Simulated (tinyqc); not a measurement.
What moves the results: Franz-Keldysh effect at a direct gap. A value that a table varies takes the place of the one given here.

Parabolic bands, vertical transitions, no excitons. For each hole band j: mr = me mj/(me + mj); joint density of states J_j(E) = (mr/c)^(3/2) sqrt(E - Eg)/(2 pi^2), both spins, c = hbar^2/2m0; averaged matrix element |e.p|^2 = m0 Ep/6; alpha_j(E) = 4 pi^2 alpha_f c Ep J_j/(3 nr E) in 1/angstrom (alpha_f the fine-structure constant, listed as alpha among the constants), times 1e8 for 1/cm.

In a field Fd (1 kV/cm = 1e-5 V/angstrom) the electro-optic energy of band j is th = (c (e Fd)^2/mr)^(1/3), and sqrt(E - Eg) in J_j is replaced by pi sqrt(th) [Ai'(b)^2 - b Ai(b)^2] with b = (Eg - E)/th; Ai is the Airy function.

Constants: hbar^2/2m0 = 3.80998211 eV angstrom^2; fine-structure constant alpha = 0.007297352564.

Inputs chosen for the exercise (near those of GaAs; the results hold for these values, not for the real material): Eg = 1.421 eV (direct gap); me = 0.0679 m0 (electron mass); mhh = 0.499 m0 (heavy-hole mass); mlh = 0.0833 m0 (light-hole mass); Ep = 25.8 eV (Kane energy); nr = 3.53 (refractive index); Fd = 76 kV/cm (uniform field); det = 60 meV (detuning below the gap).

## Spectrum around the gap

Absorption (1/cm):
```
E - Eg (eV)  alpha(0)   alpha(F)  change
-0.0832             0      2.276       2
-0.0665             0      9.959      10
-0.0499             0      39.09      39
-0.0333             0      136.7     137
-0.0166             0      421.0     421
0.0000              0       1104    1104
0.0166           3567       2428   -1138
0.0333           4994       4394    -600
0.0499           6044       6377     333
0.0665           6899       7489     590
0.0832           7631       7655      24
0.0998           8267       7960    -307
0.1331           9342       9480     138
0.1663          10224  1.026e+04      39
```

How do the results move?

At the gap alpha(F) = 1104 1/cm; 66.5 meV below it 9.96 1/cm remain, the tail falling as exp(-(4/3) b^(3/2)). Among the energies listed the largest rise is 1104 1/cm at E - Eg = 0.0 meV and the largest fall -1138 1/cm at 16.6 meV. It changes sign between 0.0 and 16.6 meV, between 33.3 and 49.9 meV, between 83.2 and 99.8 meV and between 99.8 and 133.1 meV; th is 33.3 meV for heavy holes and 38.9 meV for light holes.

## Tail absorption against field

At E = Eg - det; the field takes the values listed. The last column is the length for 10 dB of loss.

Results:
```
Fd (kV/cm)  th heavy (meV)  b heavy  alpha (1/cm)  length (micrometre)
10                    8.61    6.972      7.25e-08             3.17e+11
20                   13.66    4.392       0.00256             9.01e+06
40                   21.69    2.767         0.792             2.91e+04
60                   28.42    2.111          6.62             3.48e+03
100                  39.95    1.502          42.9                  537
150                  52.35    1.146           123                  188
250                  73.58    0.815           321                 71.7
400                 100.66    0.596           614                 37.5
```

How do the results move?

alpha grows by 8.0 decades from 10 to 60 kV/cm and by a factor 1.91 over the last step, where the field grows by 1.6: the exponent (4/3) b^(3/2) goes as 1/Fd, so the gain is steep only while b > 1 (deep in the tail the light-hole pair, with its smaller b, carries most of it), that is up to 150 kV/cm of those listed. Values below about 10 1/cm lie under the Urbach and exciton tails of a real crystal, left out here.

## What moves the tail

At E = Eg - det. Each row changes one parameter from the base and keeps the others.

Results:
```
case             th heavy (meV)  alpha (1/cm)
base                     33.268         17.23
Fd = 98.8 kV/cm          39.627         41.39
det = 70 meV             33.268         7.367
me = 0.0781 m0           31.941         16.54
mlh = 0.1083 m0          33.268         17.01
Ep = 28.4 eV             33.268         18.96
nr = 3.71                33.268         16.39
```

What does this show?

The largest shifts from the base row, up to three for each result and ties (the steps differ in size, so this ranks the rows, not the parameters). th heavy (meV): Fd +6.359, me -1.327; unchanged at the printed digits by det, mlh, Ep and nr. alpha (1/cm): Fd +24.2, det -9.86, Ep +1.74.

Program tinyqc; command `OMP_NUM_THREADS=1 python tinyqc.py 1681039 1681040 out.jsonl`; about 0.01 s on one thread of a shared Intel(R) Xeon(R) Processor @ 2.30GHz.
